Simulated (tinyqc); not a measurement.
# Bandgap voltage reference from two bipolar transistors, step by step

tinyqc, about 0.03 s, one thread, Intel Xeon 2.30GHz (shared host): `OMP_NUM_THREADS=1 python tinyqc.py 2062006 2062007 out.jsonl` Printed values are rounded.

Two transistors of area 1 and N carry the same current I. Is(T) = Is (T/T0)^eta exp[(Vg0 q/kB)(1/T0 - 1/T)], VBE1 = Vt ln(I/Is(T)) + I rb, VBE2 = Vt ln(I/(N Is(T))) + I rb/N. The amplifier forces I R1(T) = VBE1 - VBE2 + Vos, with R(T) = R (1 + tc (T - T0)) for both resistors, and the output is Vref = VBE1 + I R2(T). Base currents and the Early effect are neglected.

Values chosen for this exercise; values of the order met in silicon bipolar transistors:
- T0 = 323 K (reference temperature)
- Vg0 = 1.18 V (band-gap voltage extrapolated to 0 K)
- eta = 3.4 (temperature exponent of the saturation current)
- Is = 2e-16 A (saturation current of the unit transistor at T0)
- N = 10 (area ratio of the second transistor)
- R1 = 4.6 kohm (resistor across which the difference of VBE falls, at T0)
- tc = -300 ppm/K (temperature coefficient of both resistors)
- Vos = 0 mV (offset of the amplifier)
- rb = 0 ohm (series resistance of the unit transistor)
- R2 = 38.83 kohm (output resistor at T0)
- T = 333 K (temperature)

Constants: q = 1.602176634e-19 C, kB = 1.380649e-23 J/K. Results are converted to the units shown.

## Operating point at the reference temperature

Vt = kB T/q; I = (Vt ln N + Vos)/(R1(T) - rb (1 - 1/N)). Evaluate at T = T0.

Vt = 0.0278340 V
I = 13.9326 uA
Is(T) = 2e-16 A
VBE1 = 0.694929 V
I R2 = 0.541004 V
Vref = 1.23593 V

## Operating point at another temperature

Vt = kB T/q; I = (Vt ln N + Vos)/(R1(T) - rb (1 - 1/N)).

Vt = 0.0286957 V
I = 14.4072 uA
Is(T) = 7.92414e-16 A
VBE1 = 0.677898 V
I R2 = 0.557754 V
Vref = 1.23565 V

From T0 to T, VBE1 changes by -17.0 mV and I R2 by 16.7 mV, which leaves -0.282 mV in Vref.

## Resistor for zero slope at T0, ideal case

With tc = 0, Vos = 0 and rb = 0 the current is proportional to T, dVBE/dT = (VBE - Vg0 - (eta - 1) Vt)/T, and Vref has zero slope at T0 when Vref = Vg0 + (eta - 1) Vt0. Find VBE1, its slope, that Vref, R2/R1 and the curvature d2Vref/dT2 = -(eta - 1) kB/(q T0).

VBE1 = 0.694929 V
dVBE/dT = -1.70858 mV/K
Vref = 1.24680 V
R2/R1 = 8.61088
curvature = -0.640297 uV/K^2
